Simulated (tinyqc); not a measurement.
Quantum-confined Stark effect in a modulator well: one step. Estimate for hard walls. Three cases, with inputs chosen for the exercise.

Task: Second order: each level moves by -C m (e F)^2 L^4/(2c), C = (15/pi^2 - 1)/(24 pi^2), c = hbar^2/2m0, 1 kV/cm = 1e-5 eV/angstrom. It holds while e F L is no more than about twice 3 c pi^2/(m L^2).

Constants: hbar^2/2m0 = 3.80998211 eV angstrom^2.

Give: Estimate.

Case 1.

Values chosen (near those of an InGaAsP well in InP; the results hold for these values, not for the real material): L = 118 angstrom (well width); me = 0.0512 m0 (electron, well); mh = 0.368 m0 (heavy hole along z, well); F = 112 kV/cm (field).

Result:

Estimate:
```
carrier     shift (meV)  e F L over the level spacing
electron          -3.59                          0.84
heavy hole       -25.78                          6.00
```

The hole, 7.2 times heavier, carries 88 % of the estimated shift; for it the ratio exceeds 3, so second order overstates its shift, by 13 % at a ratio of 3 and 60 % at 8.

Case 2.

Values chosen (near those of a Ge well in SiGe, direct gap; the results hold for these values, not for the real material): L = 124 angstrom (well width); me = 0.0435 m0 (electron, well); mh = 0.207 m0 (heavy hole along z, well); F = 30 kV/cm (field).

Result:

Estimate:
```
carrier     shift (meV)  e F L over the level spacing
electron          -0.27                          0.22
heavy hole        -1.27                          1.05
```

The hole, 4.8 times heavier, carries 83 % of the estimated shift; for hard walls second order errs by about 2 % at a ratio of 1 and 13 % at 3.

Case 3.

Values chosen (near those of a Ge well in SiGe, direct gap; the results hold for these values, not for the real material): L = 114 angstrom (well width); me = 0.041 m0 (electron, well); mh = 0.211 m0 (heavy hole along z, well); F = 62 kV/cm (field).

Result:

Estimate:
```
carrier     shift (meV)  e F L over the level spacing
electron          -0.77                          0.33
heavy hole        -3.95                          1.72
```

The hole, 5.1 times heavier, carries 84 % of the estimated shift; for hard walls second order errs by about 2 % at a ratio of 1 and 13 % at 3.

Computed by tinyqc, one run a case: `OMP_NUM_THREADS=1 python tinyqc.py N N+1 out.jsonl` with N = 1282499, 1282639, 1282682; one thread of a shared Intel(R) Xeon(R) Processor @ 2.30GHz, about 0.2 s a run at most.
